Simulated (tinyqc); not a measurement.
Inside a calculation. Method: plane-wave Kohn-Sham cycle with exchange-only LDA in a layered model solid. One step of it, computed by the program tinyqc.

Task: Iteration 2: Hamiltonian at one k. H(m,m') = (k + G_m)^2/2 delta + V(G_m - G_m'), with V(-G) = V(G).

A solid whose potential varies along x alone (atomic units):
```
parameter                      value
period a                   12.900000
cross-section of the cell  20.000000
electrons per cell                 2
grid points                       16
plane waves -n..n, n               2
k points                           3
V1 in V1 cos(2 pi x/a)     -0.550000
V2 in V2 cos(4 pi x/a)      0.110000
```

V(G_m), m = 0, 1, 2, ... (hartree): [-0.187557, -0.138582, 0.064696, 0.001340, 0.000584]

k = 0.000000 2 pi / a

Give: H.

Result:

H (hartree), order -2, -1, +0, +1, +2:
$$\begin{pmatrix}
0.2869 & -0.1386 & 0.0647 & 0.0013 & 0.0006 \\
-0.1386 & -0.0689 & -0.1386 & 0.0647 & 0.0013 \\
0.0647 & -0.1386 & -0.1876 & -0.1386 & 0.0647 \\
0.0013 & 0.0647 & -0.1386 & -0.0689 & -0.1386 \\
0.0006 & 0.0013 & 0.0647 & -0.1386 & 0.2869
\end{pmatrix}$$
